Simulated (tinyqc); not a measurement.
MOS inversion layer, Poisson-Schroedinger loop: effect of the sheet density of depletion charge.

Electrons confined at an insulator interface at z = 0, treated as a hard wall; parabolic valleys, Hartree approximation, no image or exchange terms. The depletion charge lies far deeper than the electrons and gives a uniform field q Nd/(eps0 eps_r); the gate balances all charge. Energies are counted from the band edge at the interface.

Schroedinger equation -(C/mz) psi'' + (V0 + U) psi = E psi, C = hbar^2/(2 m0), psi(0) = 0, on a uniform mesh of 800 nodes with a far wall at 42 nm, 8 levels a set; V0 = q Nd z/(eps0 eps_r); dU/dz = q (Ns - integral of n from 0 to z)/(eps0 eps_r), U(0) = 0; N_k = g md m0 q Vt/(pi hbar^2) ln(1 + exp((EF - E_k)/Vt)), g the number of valleys of the set, sum N_k = Ns. Triangular well: E_k = a_k (C F^2/mz)^(1/3), a_1 = 2.338107, a_2 = 4.087949, C = hbar^2/(2 m0), F in eV/nm. Fang-Howard (all electrons in the lowest level of set A): b^3 = 6 (mz1/C) q (Nd + 11 Ns/32)/(eps0 eps_r), centroid 3/b, level C b^2/(4 mz1) + (3/b) q (Nd + 11 Ns/16)/(eps0 eps_r). The centroid adds 3.9 z_av/eps_r to an oxide-equivalent thickness. Shares under 0.0001 % are printed as 0.

Values chosen for this exercise; masses and permittivity close to those of silicon (111):
- T = 77 K (temperature)
- eps_r = 11.6 (relative permittivity)
- mz1 = 0.261 m0 (mass along z of valley set A (6 valley(s)))
- md1 = 0.361 m0 (in-plane density-of-states mass of set A)
- Ns = 7.9e11 cm^-2 (sheet density of electrons)

Constants: q = 1.602176634e-19 C, kB = 1.380649e-23 J/K, hbar = 1.054571817e-34 J s, m0 = 9.1093837015e-31 kg, Vt = kB T/q, eps0 = 8.8541878128e-14 F/cm where lengths are in cm, hbar^2/(2 m0) = 0.0380998212 eV nm^2. Results are converted to the units shown.

Effect of the sheet density of depletion charge:

| Nd (cm^-2) | A1 (meV) | A2 (meV) | EF (meV) | share of A1 (%) | share of A2 (%) | centroid z_av (nm) | added oxide equivalent (nm) | Fang-Howard centroid (nm) |
|---|---|---|---|---|---|---|---|---|
| 1e11 | 61.7 | 82.9 | 48.4 | 95.0 | 4.14 | 4.84 | 1.63 | 4.84 |
| 1.7e11 | 65.4 | 90.5 | 52.2 | 97.4 | 2.37 | 4.40 | 1.48 | 4.57 |
| 3.1e11 | 72.6 | 105 | 59.5 | 99.2 | 0.774 | 3.93 | 1.32 | 4.17 |
| 5.3e11 | 83.6 | 127 | 70.5 | 99.8 | 0.159 | 3.52 | 1.18 | 3.75 |
| 9.4e11 | 103 | 162 | 89.5 | 100 | 0.0127 | 3.07 | 1.03 | 3.26 |
| 1.6e12 | 130 | 213 | 117 | 100 | 4.06e-4 | 2.66 | 0.893 | 2.82 |
| 2.9e12 | 177 | 297 | 164 | 100 | 0 | 2.23 | 0.750 | 2.37 |
| 5e12 | 242 | 413 | 229 | 100 | 0 | 1.88 | 0.634 | 2.00 |

What does the comparison show?

As Nd goes from 1e11 to 5e12, A1 rises from 61.7 to 242 meV, the share of A1 rises from 95.0 to 100 % and the centroid falls from 4.84 to 1.88 nm. A1 goes as Nd^(0.58) between the last two rows (a triangular well in the field of that charge alone gives 2/3). The Fang-Howard centroid is 0.013 % below the full one in the first row, where A1 holds 95.0 %, and 6.1 % above it in the last, where A1 holds 100 %.

Numbers from tinyqc (`OMP_NUM_THREADS=1 python tinyqc.py 2160038 2160039 out.jsonl`; about 0.5 s on one thread of a shared Intel Xeon 2.30GHz).
